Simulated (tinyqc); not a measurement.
Small-signal admittance of a forward-biased p+-n diode: one step of the calculation.

Holes injected into a neutral base of width wb with an ohmic contact at its end; low injection, p0 far above the equilibrium density. A small voltage v exp(i w t), w = 2 pi f, modulates the edge density by p0 v/Vt, and the small-signal density obeys Dp d2p/dx2 = (1/tau + i w) p.

Task. Closed-form admittance. L = sqrt(Dp tau); direct current J = (q Dp p0/L) coth(wb/L); k = sqrt(1 + i w tau)/L; diffusion admittance Y = (q Dp p0/Vt) k coth(k wb) = G + i w C_diff; junction capacitance C_j = sqrt(q eps0 eps_r Nd/(2 Vr)) in the depletion approximation, with the remaining barrier Vr = Vt ln(Na/p0), a rough value under forward bias; base-width modulation is left out.

Parameters, values chosen for the exercise; permittivity close to that of 4H silicon carbide:
```
symbol,value,unit,meaning
T,300,K,temperature
eps_r,9.7,,relative permittivity
Nd,5.8e16,cm^-3,donor density of the base
Dp,1.7,cm^2/s,hole diffusion coefficient
tau,9e-8,s,hole lifetime
wb,2.3,um,width of the neutral base
p0,1.7e14,cm^-3,excess hole density at the junction edge
Na,1e19,cm^-3,acceptor density of the p+ side
f,3.2e6,Hz,signal frequency
```

Constants: q = 1.602176634e-19 C, kB = 1.380649e-23 J/K, Vt = kB T/q, eps0 = 8.8541878128e-14 F/cm where lengths are in cm. Results are converted to the units shown.

Wanted: L; J; k wb; Y; C_diff; C_j.

Result.

L = 3.912 um
J = 0.2240 A/cm^2
k wb = 0.7282+0.4296i
Y = 8.726+1.549i S/cm^2
C_diff = 0.07705 uF/cm^2
C_j = 0.1186 uF/cm^2

G is 1.01 times its low-frequency value J/Vt, and C_diff is 0.650 times C_j.

Numbers from tinyqc (`OMP_NUM_THREADS=1 python tinyqc.py 2890174 2890175 out.jsonl`; about 0.01 s on one thread of a shared Intel Xeon 2.30GHz).
